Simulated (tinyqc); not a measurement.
p-type polysilicon, carrier trapping at grain boundaries: one step of the calculation.

One-dimensional grains of size Lg, uniform ionised doping N, monovalent traps Qt at each boundary at a depth Et below (for electrons) or above (for holes) the band edge there, abrupt depletion of width W on each side of a boundary, Boltzmann statistics. xi is the distance from the band edge at the grain centre to the Fermi level. Trapped charge Qt/(1 + exp((xi + VB - Et)/Vt)) = 2 N W, barrier VB = q N W^2/(2 eps0 eps_r).

Problem. Resistivity and effective mobility. n0 = NB exp(-xi/Vt); mean density n0 (1 - 2 W/Lg) by charge balance in a partly depleted grain, and n0 (sqrt(pi)/2) erf(u)/u with u = sqrt(VB/Vt) in a fully depleted one; v = sqrt(kB T/(2 pi ms m0)); barrier resistivity Vt exp(VB/Vt)/(q fe n0 v Lg); grain resistivity (1 - 2 W/Lg)/(q n0 mug); effective mobility 1/(q mean density total resistivity).

Inputs (values chosen for the exercise); values of the order met in polycrystalline silicon:
- T = 300 K (temperature)
- NB = 2.65e19 cm^-3 (valence-band density of states at T)
- Lg = 16 nm (grain size)
- ms = 0.54 m0 (mass for thermionic emission)
- fe = 0.12 (correction factor of the emission rate)
- mug = 60 cm^2/(V s) (mobility inside the grains)

Constants: q = 1.602176634e-19 C, kB = 1.380649e-23 J/K, m0 = 9.1093837015e-31 kg, Vt = kB T/q. Results are converted to the units shown.

W = 1.3194351 nm
xi = 0.033686803 V
VB = 0.0096929146 V

Give: n0; mean density; v; barrier resistivity; grain resistivity; resistivity; effective mobility.

Solution.

n0 = 7.200e18 cm^-3
mean density = 6.013e18 cm^-3
v = 3.661e6 cm/s
barrier resistivity = 0.04639 ohm cm
grain resistivity = 0.01207 ohm cm
resistivity = 0.05845 ohm cm
effective mobility = 17.76 cm^2/(V s)

The resistivity is 4.05 times that of a single crystal with the same N and mobility mug, and the mean density is 83.5 % of N.

tinyqc, about 0.01 s, one thread, Intel Xeon 2.30GHz (shared host): `OMP_NUM_THREADS=1 python tinyqc.py 2830054 2830055 out.jsonl`
